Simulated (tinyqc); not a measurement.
Space-charge-limited current through a thin insulating or semi-insulating film with traps: one step, computed by the program tinyqc. Command: `OMP_NUM_THREADS=1 python tinyqc.py 3011787 3011788 out.jsonl sclc walk`. One thread of a shared host (Intel(R) Xeon(R) Processor @ 2.30GHz), about 0.01 s of CPU time with the checks.

One ohmic injecting contact at x = 0 (field zero), drift only, non-degenerate free carriers.

Problem. Equilibrium and landmark voltages. Free density n_0 = N_c exp(-E_0/k_B T) in equilibrium; trapped density n_t(n) = N_t/(1 + n_1/n), n_1 = N_c exp(-E_t/k_B T). theta = n/(n + n_t) at the anode density; trap-filled-limit voltage V_TFL = e (N_t - n_t(n_0)) d^2/(2 eps eps_0).

Inputs (values chosen for the exercise, modelled on HfO2): permittivity eps = 22; effective density of states N_c = 1e+20 1/cm^3; trap density N_t = 5.6e+18 1/cm^3; equilibrium Fermi level below the band edge, E_0 = 0.89 eV; thickness d = 35 nm; free density at the anode, in units of N_c = 1.7e-05; temperature T = 250 K; trap level E_t below the band edge = 0.33 eV.

Traps: single level.

Constants: k_B = 8.617333262e-05 eV/K; e = 1.602176634e-19 C; eps_0 = 8.8541878128e-12 F/m.

Give: n_0; n_t(n_0); theta; V_TFL.

Solution.

n_0 = 114.4 1/cm^3

n_t(n_0) = 2.878e+07 1/cm^3

theta = 3.075e-04

V_TFL = 2.821 V
